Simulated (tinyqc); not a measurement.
# Pillar capacitor in an array: capacitance, non-linearity, leakage and relaxation: several studies

A film between two metal electrodes, each interface adding a series capacitance ci. The small-signal permittivity is ek (1 + aq E^2); the field is found with the linear permittivity. Leakage J = J0 sinh(E/Ef). After a voltage step the film passes a relaxation current kr C V tt^(-nr), tt being the time in seconds. The sidewall is a coaxial capacitor with radii a = dm/2 and b = dm/2 + t, depth AR dm; the end face is left out.

Inputs (values chosen for the exercise); permittivity of the order of that of silicon nitride:
```
symbol,value,unit,meaning
ek,6.63,,relative permittivity of the film
t,12,nm,film thickness
ci,160,uF/cm^2,capacitance of each electrode interface (dead layer and screening)
aq,0.003,cm^2/MV^2,quadratic field coefficient of the permittivity
V,1.5,V,bias
nr,0.942,,exponent of the relaxation current
kr,0.00092,,strength of the relaxation
J0,3.1e-11,A/cm^2,leakage prefactor
Ef,0.32,MV/cm,field for an e-fold rise of the leakage
dm,82,nm,diameter of the pillar
pt,170,nm,pitch of the square array
rho,350,uohm cm,resistivity of the inner electrode
t0,1e-8,s,duration of the write pulse
```

Constants: eps0 = 8.8541878128e-14 F/cm where lengths are in cm. Results are converted to the units shown.

Each table varies one quantity; the others keep the values above.

## Capacitance, non-linearity and leakage against thickness

Planar film: Cf = eps0 ek/t, 1/C = 1/Cf + 2/ci, EOT = 3.9 eps0/C, effective permittivity C t/eps0, E = (V/t) C/Cf; quadratic coefficient [C(V)/C - 1]/V^2 with Cf (1 + aq E^2) in C(V).

Capacitance, non-linearity and leakage against thickness:
```
t (nm)  C (uF/cm^2)  EOT (nm)  effective permittivity  E (MV/cm)  quadratic coefficient (ppm/V^2)  J (A/cm^2)
2.5          2.2812    1.5138                  6.4409     5.8289                            43882   0.0012623
3.7          1.5557    2.2196                  6.5011     3.9752                            20641   3.8493e-6
5.5          1.0533    3.2785                  6.5427     2.6914                           9528.0   6.9658e-8
8.2         0.70954    4.8667                  6.5712     1.8130                           4343.6   4.4765e-9
12          0.48622    7.1020                  6.5897     1.2424                           2045.5  7.5214e-10
18          0.32481    10.631                  6.6031    0.82995                           914.69  2.0620e-10
27          0.21683    15.926                  6.6120    0.55405                           408.18  8.4809e-11
40          0.14649    23.573                  6.6179    0.37431                           186.47  4.5115e-11
60         0.097719    35.337                  6.6219    0.24969                           83.028  2.6720e-11
```

Read the table: what changes, and by how much?

C falls from 2.28 to 0.0977 uF/cm^2 while the effective permittivity goes from 6.44 to 6.62 (ek = 6.63). EOT is a straight line in t with slope 3.9/ek = 0.588 and intercept 0.0432 nm. The quadratic coefficient goes as t^(-1.92) between the first two rows and t^(-2.00) between the last two (-2 without interfaces), and J falls by 7.67 decades. For t = 2.5, 3.7 direct tunnelling, left out, would add to the leakage.

## Cell against the aspect ratio

Per length 1/c = ln(b/a)/(2 pi eps0 ek) + (1/a + 1/b)/(2 pi ci); cell capacitance c AR dm; per footprint over pt^2; fields c V/(2 pi eps0 ek r) at r = a and b; resistance of the inner electrode rho AR dm/(pi a^2); time constant R C/3 of the distributed line.

The same in every row: field at a (MV/cm) = 1.416; field at b (MV/cm) = 1.096.

Cell against the aspect ratio:
```
AR   cell capacitance (fF)  per footprint (uF/cm^2)  R (kohm)  R C/3 (ps)
5                   0.5855                    2.026    0.2717     0.05303
10                   1.171                    4.052    0.5435      0.2121
20                   2.342                    8.103     1.087      0.8484
30                   3.513                    12.15     1.630       1.909
50                   5.855                    20.26     2.717       5.303
70                   8.196                    28.36     3.804       10.39
100                  11.71                    40.52     5.435       21.21
```

As AR goes from 5 to 100, the cell capacitance rises from 0.585 to 11.7 fF, the capacitance per footprint rises from 2.03 to 40.5 uF/cm^2, the ratio of the two fields stays at 1.29 and R C/3 rises from 0.0530 to 21.2 ps; the time constant goes as AR^(2.00) between the first two rows and AR^(2.00) between the last two.

## Charge lost after writing

Planar film: Cf = eps0 ek/t, 1/C = 1/Cf + 2/ci, EOT = 3.9 eps0/C, effective permittivity C t/eps0, E = (V/t) C/Cf. A capacitor written for t0 and then left open loses, as a share of C V, kr (tt^(1 - nr) - t0^(1 - nr))/(1 - nr) by relaxation and J tt/(C V) by leakage; both are taken as small, and rows far outside that range are left out.

The same in every row: leakage current (nA/cm^2) = 0.7521.

Charge lost after writing:
```
tt (s)  relaxation current (nA/cm^2)  loss by relaxation (%)  loss by leakage (%)  total loss (%)
1e-6                         3.011e5                  0.1668             1.031e-7          0.1668
1e-5                         3.441e4                  0.2686             1.031e-6          0.2686
0.0001                          3933                  0.3848             1.031e-5          0.3848
0.001                          449.5                  0.5176             1.031e-4          0.5177
0.01                           51.37                  0.6694             0.001031          0.6705
0.1                            5.871                  0.8430              0.01031          0.8533
1                             0.6710                   1.041               0.1031           1.144
10                           0.07669                   1.268                1.031           2.299
```

The two currents are equal at tt = 0.886 s. The loss by relaxation grows from 0.167 to 1.27 %, by 0.102 points over the first decade and 0.227 over the last, while the loss by leakage grows tenfold a decade. Relaxation is the larger loss in every row.

tinyqc, about 0.01 s, one thread, Intel Xeon 2.30GHz (shared host): `OMP_NUM_THREADS=1 python tinyqc.py 2102208 2102209 out.jsonl`
